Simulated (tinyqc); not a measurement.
Film, cylinder and sphere at the same misfit: thermal stress, cracking, delamination and buckling of a thin film; Griffith cracks and misfitting inclusions. Computed by tinyqc, a small Python program. Command: `OMP_NUM_THREADS=1 python tinyqc.py 3018547 3018548 out.jsonl filmcrack walk`. One thread of a shared host (Intel(R) Xeon(R) Processor @ 2.30GHz), about 0.01 s of CPU time with the checks.

Isotropic linear elasticity; the substrate is much thicker than the film; stress is positive in tension.

Inputs (values chosen for the exercise, for a model film):

| quantity | value | unit |
|---|---|---|
| film Young's modulus E | 217 | GPa |
| film Poisson ratio nu | 0.19 | - |
| film expansion alpha_f | 3.78 | 1e-6/K |
| substrate expansion alpha_s | 2.9 | 1e-6/K |
| deposition temperature T_d | 650 | K |
| final temperature T | 300 | K |
| intrinsic stress | -91 | MPa |
| film thickness h | 0.55 | micrometre |
| substrate Young's modulus E_s | 154 | GPa |
| substrate Poisson ratio nu_s | 0.24 | - |

Method. Thermal strain = (alpha_f - alpha_s)(T_d - T); stress = E/(1 - nu) x strain + intrinsic stress; plane-strain modulus Ebar = E/(1 - nu^2); G0 = stress^2 h/(2 Ebar) is the energy freed per area when a long strip loses its stress across its width. Thermal misfit e alone, mean stress = trace/3 and largest difference of principal stresses inside. Film: E e/(1 - nu) in two directions, 0 in the third. Cylinder: s0 = (1 + nu) e/[(1 + nu)(1 - 2 nu)/E + (1 + nu_s)/E_s] twice and s_zz = E e + 2 nu s0. Sphere: e/[(1 - 2 nu)/E + (1 + nu_s)/(2 E_s)] three times.

thermal strain = 3.08e-04

Stresses inside (MPa):

| shape | s1 | s2 | s3 | mean | largest difference |
|---|---|---|---|---|---|
| film | 82.514 | 82.514 | 0.000 | 55.009 | 82.514 |
| cylinder | 32.005 | 32.005 | 78.998 | 47.669 | 46.993 |
| sphere | 44.747 | 44.747 | 44.747 | 44.747 | 0.000 |

The mean stress in size is 55 MPa in the film, 48 in the cylinder and 45 in the sphere, while the largest difference, twice the largest shear stress, goes from 83 through 47 to 0. In a ductile solid shear can relax by slip and hydrostatic stress cannot.

Extremes, crossings and ranges named in words are read from the listed rows.
